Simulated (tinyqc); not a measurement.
Free and nearly free electrons in a metal, step by step. Values are carried at full precision from step to step, so a last printed digit may differ when a step is redone from the rounded ones.

The cubic cell holds 4 atoms: n = 4 z/a^3, kF = (3 pi^2 n)^(1/3), EF = c kF^2/m, vF = 2 c kF/(m hbar), c = hbar^2/2m0; rs = (3/(4 pi n))^(1/3)/a0; D(EF) = 3 n/(2 EF).

Constants: hbar^2/2m0 = 3.80998211 eV angstrom^2; hbar = 6.58211957e-16 eV s; a0 (Bohr radius) = 0.5291772105 angstrom; kB = 8.617333262e-05 eV/K.

Parameters, chosen for this exercise (near those of Ca; the results hold for these values, not for the real material): a = 5.56 angstrom (fcc lattice constant); z = 2 (free electrons an atom); m = 1 m0 (mass); rho = 3.48 micro-ohm cm (bulk resistivity); T = 300 K; V = 0.34 eV (|V_G| for G = (111)); x = 0.95 (k along G as a share of |G|/2).

## The Fermi sphere

Evaluate the free-electron quantities.

n = 0.04654 1/angstrom^3
kF = 1.1128 1/angstrom
EF = 4.718 eV
vF = 1.288e+06 m/s
rs = 3.259
D(EF) per atom = 0.6358 1/eV

## Relaxation time and mean free path

Drude: 1/rho = n e^2 tau/(m m0) with e = 1.602176634e-19 C and m0 = 9.1093837e-31 kg; mean free path l = vF tau; rho l = hbar kF/(n e^2) = 12 pi^3 hbar/(e^2 S) with S = 4 pi kF^2 does not depend on tau or m.

Use SI units: n in 1/m^3 (1e30 per 1/angstrom^3), rho in ohm m (1e-8 per micro-ohm cm).

tau = 21.91 fs
l = 28.23 nm
rho l = 9.822 1e-16 ohm m^2

Wires lose conductivity to surfaces and grain boundaries, with an excess that scales as rho l over the width and is of the order of rho itself at a width of l = 28 nm.

## Thermal quantities

gamma = (pi^2/3) kB^2 D(EF) per atom, times 96485.33 x 1e3 for mJ/(mol K^2); mu(T) = EF (1 - (pi kB T/EF)^2/12); Wiedemann-Franz kappa = L0 T/rho with L0 = (pi^2/3) (kB/e)^2, kB/e in V/K.

gamma = 1.499 mJ/(mol K^2)
mu - EF = -0.1165 meV
kappa = 211 W/(m K)

## The sphere against the zone faces

Take G = (hkl) 2 pi/a for (111), (200) and (220), with the number of equivalent faces. The Bragg plane of G lies at |G|/2 with |G| = (2 pi/a) sqrt(h^2 + k^2 + l^2). Where kF exceeds it, the sphere cuts the plane in a circle of radius sqrt(kF^2 - G^2/4).

Distance and circle for each G:

| G | faces | \|G\|/2 (1/angstrom) | kF/(\|G\|/2) | circle radius |
|---|---|---|---|---|
| (111) | 8 | 0.9787 | 1.1371 | 0.5297 |
| (200) | 6 | 1.1301 | 0.9847 | - |
| (220) | 12 | 1.5982 | 0.6963 | - |

The sphere crosses the (111) faces, so electrons spill into higher zones.

## Two plane waves near the face

Two plane waves k and k - G, G = (111) (2 pi/a): H = [[c k^2/m, V], [V, c (k - G)^2/m]] with c = hbar^2/2m0.

Build H for k along G, diagonalise, and give the weight of the first wave in the lower state and its velocity along G relative to a free electron, (w k + (1 - w)(k - G))/k.

H (eV):
```
        1       2
1  3.2934  0.3400
2  0.3400  4.0232
```

levels (eV): 3.1595  4.1571

w = 0.8658
v/v_free = 0.7175

The splitting is 0.998 eV here and 2V = 0.68 eV on the face, where the normal velocity vanishes. There the lower band lies at 3.309 eV and the upper at 3.989 eV, both below the free EF of 4.718 eV: the face centre is filled in both bands and band 2 holds electrons here, while band 1 may keep holes at the zone corners.

## Checks

- Lower level against the closed form of the 2 x 2 problem (eV): both 3.1595.
- The product rho l against hbar kF/(n e^2) (1e-16 ohm m^2): both 9.822.

(tinyqc, `OMP_NUM_THREADS=1 python tinyqc.py 1651405 1651406 out.jsonl`, Intel(R) Xeon(R) Processor @ 2.30GHz, 1 thread, shared host, about 0.01 s.)
